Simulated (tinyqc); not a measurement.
Non-radiative capture by multiphonon emission, one effective mode: one step, computed by the program tinyqc.

The initial state (free carrier plus empty centre) lies dE above the final state; both have the same frequency and are displaced by dQ.

Task: Geometry of the two curves. dQ = sqrt(2 S (hbar^2/u)/hbar omega); relaxation energy lambda = S hbar omega; phonons needed P = dE/hbar omega; classical barrier E_b = (dE - lambda)^2/(4 lambda); occupation n = 1/(exp(hbar omega/k_B T) - 1).

Inputs (values chosen for the exercise, with mass, screening and phonons like those of diamond):
```
quantity                  value  unit
energy released dE         1.86    eV
phonon energy hbar omega    156   meV
Huang-Rhys factor S        4.76     -
temperature T               300     K
```

Centre: repulsive.

Constants: hbar^2/u = 4.18015928e-03 eV angstrom^2; k_B = 8.617333262e-05 eV/K.

Give: dQ; lambda; P; classical barrier E_b; occupation n.

Result:

dQ = 0.50507 u^(1/2) angstrom

lambda = 0.74256 eV

P = 11.923

classical barrier E_b = 0.42039 eV

occupation n = 0.0024008

dE exceeds lambda: the inverted case usual for deep centres, in which the curves cross on the far side of the initial minimum.
